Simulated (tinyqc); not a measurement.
Drift velocity with scattering: Wannier-Stark ladder of a miniband.

Constants: hbar = 6.58211957e-16 eV s.

Inputs chosen for the exercise (out of a larger set: near those of a non-polar GaN/AlGaN superlattice; not measured data):
- W = 16 meV (miniband width)
- d = 56 angstrom (period)
- G = 12 meV (hbar/tau)

Esaki-Tsu: v = v0 y/(1 + y^2), y = e F d/G, v0 = W d/(2 hbar), at zero temperature; 1 angstrom/s = 1e-8 cm/s, 1 kV/cm = 0.01 meV/angstrom. The last column is dv/dF in cm^2/(V s).

Results:
```
y,F (kV/cm),v (1e6 cm/s),dv/dF
0.1,2.14,0.67,308
0.3,6.43,1.87,243
0.6,12.86,3.00,110
1.0,21.43,3.40,0
1.5,32.14,3.14,-38
2.5,53.57,2.35,-32
4.0,85.71,1.60,-16
```

v0 = 6.81 x 1e6 cm/s
field at y = 1 = 21.43 kV/cm

What can be read from this table?

The velocity peaks at v0/2 = 3.40 x 1e6 cm/s at 21.43 kV/cm and then falls: negative differential velocity, steepest at y = sqrt3 with -v0/(8 Fc) = -40 cm^2/(V s). The low-field mobility is v0/Fc = 318 cm^2/(V s). At the peak the swing is W/G = 1.3 periods, too few for the semiclassical picture to be safe.

Run: tinyqc, `OMP_NUM_THREADS=1 python tinyqc.py 1282395 1282396 out.jsonl`; Intel(R) Xeon(R) Processor @ 2.30GHz, one thread, shared host; about 0.01 s of CPU time with all checks.
